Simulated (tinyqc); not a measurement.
Raising U: Hubbard chain of 4 sites, mean field against exact. Computed by the program tinyqc. 

one-body matrix (hopping and site energies) (eV):
```
,1,2,3,4
1,0.0000,-1.4300,0.0000,0.0000
2,-1.4300,0.0000,-1.4300,0.0000
3,0.0000,-1.4300,0.0000,-1.4300
4,0.0000,0.0000,-1.4300,0.0000
```

electrons, up and down: 2  1

Collinear unrestricted mean field (the lowest of 40 random starts) against exact diagonalisation.

Exact and mean-field results (eV):
```
U,U/t,E exact,E mean field,mean |n_up - n_down|,"double occupancy, exact",first gap in the sector
0.710,0.497,-5.17623,-5.15957,0.250,0.111,1.409
1.430,1.000,-4.87616,-4.81001,0.250,0.097,1.353
2.860,2.000,-4.38944,-4.14820,0.250,0.074,1.196
4.290,3.000,-4.02442,-3.57183,0.377,0.055,1.034
5.720,4.000,-3.75108,-3.13360,0.498,0.041,0.894
8.580,6.000,-3.38416,-2.60165,0.626,0.025,0.686
11.440,8.000,-3.15754,-2.39823,0.728,0.016,0.548
17.160,12.000,-2.90059,-2.27066,0.741,0.008,0.386
28.600,20.000,-2.67520,-2.17089,0.747,3.05e-03,0.239
```

In absolute terms mean field is worst at U/t = 6.0, 0.783 eV too high: at small U it is nearly exact, and at large U it still misses the motion of the hole through a fluctuating spin background. Relative to the exact energy its error is 0.3 % at the smallest U, 24 % at most and 19 % at the largest. The double occupancy falls from 0.111 to 0.003.
